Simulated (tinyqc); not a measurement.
Three-band tight binding of a dichalcogenide monolayer, step by step. Values are carried at full precision from step to step, so a last printed digit may differ when a step is redone from the rounded ones.

Basis dz2, dxy, dx2-y2 on a triangular lattice, nearest neighbours; alpha = kx a/2, beta = sqrt3 ky a/2. h0 = e1 + 2 t0 (cos 2alpha + 2 cos alpha cos beta); h1 = -2 sqrt3 t2 sin alpha sin beta + 2i t1 (sin 2alpha + sin alpha cos beta); h2 = 2 t2 (cos 2alpha - cos alpha cos beta) + 2i sqrt3 t1 cos alpha sin beta; h11 = e2 + 2 t11 cos 2alpha + (t11 + 3 t22) cos alpha cos beta; h22 = e2 + 2 t22 cos 2alpha + (3 t11 + t22) cos alpha cos beta; h12 = sqrt3 (t22 - t11) sin alpha sin beta + 4i t12 sin alpha (cos alpha - cos beta) + i lam sz. H = [[h0, h1, h2], [., h11, h12], [., ., h22]], Hermitian; the lowest band of each spin is filled. K = (4 pi/3a, 0), M = (pi/a, pi/(sqrt3 a)).

Inputs chosen for the exercise (near a published set for monolayer MoSe2; shifted at random, so the results belong to these values and not to a real crystal):
- a = 3.318 angstrom (lattice constant)
- e1 = 0.917 eV (level of dz2)
- e2 = 2.077 eV (level of dxy and dx2-y2)
- t0 = -0.188 eV (hopping)
- t1 = 0.318 eV (hopping)
- t2 = 0.451 eV (hopping)
- t11 = 0.214 eV (hopping)
- t12 = 0.291 eV (hopping)
- t22 = 0.13 eV (hopping)
- lam = 0.091 eV (spin-orbit constant)
- sz = -1 (spin)
- k = (0.96, 0.28) 1/angstrom (wave vector)

## H at one k

Form alpha, beta and the matrix.

alpha, beta (rad): [1.59264, 0.80457]

H (eV), rows z2, xy, x2-y2 and columns alike:
```
[[1.3040, -1.1254+0.4131i, -0.8875-0.0173i],
 [-1.1254-0.4131i, 1.6403, -0.1048-0.9234i],
 [-0.8875+0.0173i, -0.1048+0.9234i, 1.8056]]
```

## Levels and weights

Diagonalise H.

levels (eV): [-0.3400, 1.9285, 3.1613]

weights, rows z2, xy, x2-y2; columns band 1, band 2, band 3:
```
[[0.426, 0.296, 0.278],
 [0.345, 0.254, 0.401],
 [0.229, 0.450, 0.322]]
```

## Closed forms at K and Gamma

Three-band model of dz2 (level e1) and dxy, dx2-y2 (level e2), spin sz = +/-1; t1 and t2 drop out at these points. At K: e2 - (3/2)(t11 + t22) - 3 sqrt3 t12 + lam sz (valence), e1 - 3 t0 (conduction), e2 - (3/2)(t11 + t22) + 3 sqrt3 t12 - lam sz. At Gamma: e1 + 6 t0 (valence) and e2 + 3 (t11 + t22) -/+ lam.

Levels (eV):
```
point          band 1  band 2  band 3
K, spin up     0.1399  1.4810  2.9821
K, spin down  -0.0421  1.4810  3.1641
Gamma         -0.2110  3.0180  3.2000
```

smallest direct gap at K = 1.3411 eV
Ev(K) - Ev(Gamma) = 0.3509 eV

Of the two points, the valence band is higher at K, by 351 meV. The dz2 conduction state at K has no atomic orbital angular momentum (Lz = 0) and is not split at this order.

## Bands for both spins

The two lowest bands at the points named.

Levels (eV):
```
k           v, up   c, up  v, down  c, down
G         -0.2110  3.0180  -0.2110   3.0180
G-K 0.25  -0.2067  2.8560  -0.2177   2.8909
G-K 0.5   -0.2478  2.6705  -0.3073   2.6805
G-K 0.6   -0.2536  2.5326  -0.3363   2.4628
G-K 0.75  -0.1569  2.0555  -0.2763   2.0052
G-K 0.9    0.0609  1.6014  -0.1034   1.5861
K          0.1399  1.4810  -0.0421   1.4810
K-M 0.5   -0.1712  1.8399  -0.2800   1.8122
M         -0.3818  1.8994  -0.3818   1.8994
M-G 0.5   -0.2450  2.4956  -0.2450   2.4956
```

The spins are degenerate from M to Gamma, since a vertical mirror plane holds this line and flips sz, and the valence splitting is largest at K (182 meV). The lowest conduction level listed is at K. With nearest neighbours alone the model is made for the neighbourhood of K.

## Checks

- Closed forms at K against the matrix: they agree to 1e-10 or better.

(tinyqc, `OMP_NUM_THREADS=1 python tinyqc.py 1480580 1480581 out.jsonl`, Intel(R) Xeon(R) Processor @ 2.30GHz, 1 thread, shared host, about 0.02 s.)
